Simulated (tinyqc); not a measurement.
What moves the results: six-band Luttinger-Kohn model with strain. A value that a table varies takes the place of the one given here.

Six-band Luttinger-Kohn model in the basis |3/2,3/2>, |3/2,1/2>, |3/2,-1/2>, |3/2,-3/2>, |1/2,1/2>, |1/2,-1/2>, electron energies, zero at the top of the unstrained valence band. H = -[rows: (P+Q, -S, R, 0, -S/r2, r2 R); (-S*, P-Q, 0, R, -r2 Q, r32 S); (R*, 0, P-Q, S, r32 S*, r2 Q); (0, R*, S*, P+Q, -r2 R*, -S*/r2); (-S*/r2, -r2 Q, r32 S, -r2 R, P+Dso, 0); (r2 R*, r32 S*, r2 Q, -S/r2, 0, P+Dso)], r2 = sqrt(2), r32 = sqrt(3/2). Levels are twofold.

P = c g1 k^2 - av tr(e); Q = c g2 (kx^2 + ky^2 - 2 kz^2) - (b/2)(exx + eyy - 2 ezz); R = c sqrt3 [-g2 (kx^2 - ky^2) + 2i g3 kx ky] + (sqrt3/2) b (exx - eyy) - i d exy; S = 2 c sqrt3 g3 (kx - i ky) kz - d (exz - i eyz); c = hbar^2/2m0, e the strain tensor (not engineering shear).

s11 = (C11 + C12)/((C11 - C12)(C11 + 2 C12)), s12 = -C12/((C11 - C12)(C11 + 2 C12)), s44 = 1/C44; exx = s11 sxx + s12 (syy + szz) and cyclic, exy = s44 sxy/2; tension is positive. A uniaxial stress X along the unit vector n is s_ij = X n_i n_j.

Constants: hbar^2/2m0 = 3.80998211 eV angstrom^2.

Values chosen for the exercise (near those of Ge; not measured data): Dso = 0.277 eV (spin-orbit splitting); g1 = 13.45 (Luttinger gamma1); g2 = 4.18 (gamma2); g3 = 5.62 (gamma3); av = 1.19 eV (valence hydrostatic potential); b = -2.57 eV (tetragonal shear potential); d = -5.02 eV (trigonal shear potential); C11 = 134.1 GPa; C12 = 46 GPa; C44 = 66.8 GPa; load = uniaxial [110] (kind of stress); X1 = 1.2 GPa (size of the stress); E_h = 60 meV (hole energy below the top); X = 2.05 GPa (stress).

## Sweep of a uniaxial [110] stress

Edges at k = 0 and curvature masses of the top pair along [110] and [001] (step 0.0002 1/angstrom); at zero stress the top is fourfold and has no single curvature.

Edges and masses:
```
X (GPa),top (eV),second (eV),third (eV),splitting (meV),m [110],m [001]
-3.00,0.0818,-0.0856,-0.3205,167.4,0.033,0.158
-2.00,0.0500,-0.0574,-0.3011,107.4,0.034,0.148
-1.00,0.0221,-0.0289,-0.2860,51.0,0.037,0.135
0.00,0.0000,0.0000,-0.2770,0.0,-,-
1.00,0.0292,-0.0143,-0.2761,43.5,0.301,0.052
2.00,0.0588,-0.0196,-0.2845,78.4,0.290,0.050
3.00,0.0886,-0.0164,-0.3019,105.0,0.280,0.048
```

The splitting reaches 167.4 meV under compression and 105.0 meV under the same tension; linear shear terms alone would make the two equal, and the difference comes from the coupling to the split-off band. At the ends of the sweep the top pair has a mass along [110] of 0.033 under compression and 0.280 under tension, so compression gives the lighter holes along [110]; along [001] it has 0.158 and 0.048. The top edge itself moves by +82 and +89 meV. The ends of the sweep mean strains up to 2.1 %, beyond the range of linear deformation potentials.

## Which stress helps holes along [110]

Each load has size X1 (biaxial: sxx = syy); masses are curvatures of the top pair at k = 0.

Results:
```
load,splitting (meV),top edge (meV),m [110],m [001]
"uniaxial [110], compression",61.9,27.3,0.037,0.137
"uniaxial [110], tension",51.2,35.1,0.299,0.051
"uniaxial [100], compression",77.7,36.4,0.061,0.132
"uniaxial [100], tension",60.3,41.3,0.088,0.057
"uniaxial [111], compression",56.5,24.1,0.048,0.074
"uniaxial [111], tension",46.8,32.3,0.128,0.074
"biaxial (001), compression",60.3,22.4,0.057,0.196
"biaxial (001), tension",77.7,55.3,0.132,0.040
```

The lightest mass along [110] (0.037) comes with uniaxial [110], compression. The largest splitting (77.7 meV) comes with uniaxial [100], compression; biaxial (001), tension. The heaviest mass along [001] (0.196), which lowers the confinement energy in a (001) channel, comes with biaxial (001), compression. The splitting per GPa follows b (s11 - s12) for loads along cube axes and d s44 for [111]: here 2 |b| (s11 - s12) = 58.3 and |d| s44/sqrt3 = 43.4 meV per GPa in the limit of large Dso; where the splitting nears Dso, mixing with the split-off band makes it depend on the sign of the load.

## Warping of the constant-energy contours (six-band Luttinger-Kohn model)

No strain (e = 0). In the plane kz = 0, |k| where the top and second pairs lie E_h below the top, against the angle from [100]; m = c k^2/E_h.

Contours:
```
angle (degrees),k top (1/angstrom),k second (1/angstrom),m top (m0),m second (m0)
0,0.0556,0.0279,0.196,0.050
9,0.0570,0.0278,0.206,0.049
18,0.0612,0.0276,0.238,0.048
27,0.0684,0.0273,0.297,0.047
36,0.0779,0.0270,0.385,0.046
45,0.0835,0.0269,0.443,0.046
```

The heavy contour reaches 1.501 times as far along [110] as along [100], the light one 0.965 times. The warping follows g3 - g2 = 1.44 and would vanish for g2 = g3. Along [100] the heavy mass is 1/(g1 - 2 g2) = 0.196 at any energy, while the light one is 0.0495, against 1/(g1 + 2 g2) = 0.0459 at the edge, for E_h/Dso = 0.22.

## What each parameter does

Edges at k = 0 under a uniaxial [110] stress X and the curvature mass of the top pair along [110] (step 0.0002 1/angstrom). Each row changes one parameter from the base and keeps the others.

Results:
```
case,top (eV),second (eV),third (eV),mass (m0)
base,0.0603,-0.0197,-0.2852,0.290
g1 = 16.14,0.0603,-0.0197,-0.2852,0.163
C11 = 160.92 GPa,0.0545,-0.0190,-0.2835,0.337
d = -6.024 eV,0.0660,-0.0198,-0.2908,0.321
g2 = 5.016,0.0603,-0.0197,-0.2852,0.358
Dso = 0.332 eV,0.0601,-0.0228,-0.3370,0.293
X = 1.64 GPa,0.0481,-0.0188,-0.2804,0.294
g3 = 6.744,0.0603,-0.0197,-0.2852,0.472
```

The largest shifts from the base row, up to three for each result and ties (the steps differ in size, so this ranks the rows, not the parameters). top (eV): X -0.0122, C11 -0.0058, d +0.0057; unchanged at the printed digits by g1, g2 and g3. second (eV): Dso -0.0031, X +0.0009, C11 +0.0007; unchanged at the printed digits by g1, g2 and g3. third (eV): Dso -0.0517, d -0.0055, X +0.0048; unchanged at the printed digits by g1, g2 and g3. mass (m0): g3 +0.183, g1 -0.127, g2 +0.069. The Luttinger parameters multiply k^2 and cannot move the edges; av shifts all edges alike and leaves the mass.

(tinyqc, `OMP_NUM_THREADS=1 python tinyqc.py 1051264 1051265 out.jsonl`, Intel(R) Xeon(R) Processor @ 2.30GHz, 1 thread, shared host, about 0.03 s.)
